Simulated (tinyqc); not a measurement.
What moves the plasmon: plasmons of a degenerate electron gas in the random-phase approximation.

Zero temperature, parabolic band: kF = (3 pi^2 n)^(1/3), EF = c kF^2/m, Ep^2 = 8 pi c e2 n/(m eb), qTF^2 = 6 pi e2 n/(eb EF), c = hbar^2/2m0, e2 = e^2/(4 pi eps0), n in 1/angstrom^3 (1e-24 per 1/cm^3).

Lindhard function: eps(q, E)/eb = 1 + (qTF/q)^2 (f1 + i f2) with z = q/(2 kF), u = E/(hbar vF q), hbar vF = 2 c kF/m; f1 = 1/2 + [h(z - u) + h(z + u)]/(8 z), h(x) = (1 - x^2) ln|(x + 1)/(x - 1)|; f2 = pi u/2 for z + u < 1, (pi/(8 z))(1 - (z - u)^2) for |z - u| < 1 < z + u, else 0. Pairs exist for c (q^2 - 2 q kF)/m < E < c (q^2 + 2 q kF)/m.

Constants: hbar^2/2m0 = 3.80998211 eV angstrom^2; e^2/(4 pi eps0) = 14.39964547 eV angstrom.

Values chosen for the exercise (a free-electron density near that of Na; shifted at random, so the results belong to these values and not to a real crystal):

| symbol | value | unit | meaning |
|---|---|---|---|
| n | 2.64e+22 | 1/cm^3 | electron density |
| m | 1 | m0 | mass |
| eb | 1 |  | background dielectric constant |
| qp | 0.694 | 1/angstrom | wave vector of the plasmon |

The plasmon is taken at qp. Each row changes one parameter from the base and keeps the others.

Results:

| case | Ep (eV) | plasmon at qp (eV) | qc (1/angstrom) |
|---|---|---|---|
| base | 6.033 | 7.566 | 0.8657 |
| n = 3.17e+22 1/cm^3 | 6.611 | 8.143 | 0.8995 |
| m = 1.15 m0 | 5.626 | 6.859 | 0.9119 |
| eb = 1.1 | 5.753 | 7.371 | 0.8355 |
| qp = 0.486 1/angstrom | 6.033 | 6.684 | 0.8657 |

The largest shifts from the base row, up to three for each result and ties (the steps differ in size, so this ranks the rows, not the parameters). Ep (eV): n +0.578, m -0.407, eb -0.281; unchanged at the printed digits by qp. plasmon at qp (eV): qp -0.883, m -0.707, n +0.576. qc (1/angstrom): m +0.0462, n +0.0338, eb -0.0302; unchanged at the printed digits by qp.

Run: tinyqc, `OMP_NUM_THREADS=1 python tinyqc.py 1680647 1680648 out.jsonl`; Intel(R) Xeon(R) Processor @ 2.30GHz, one thread, shared host; about 0.01 s of CPU time with all checks.
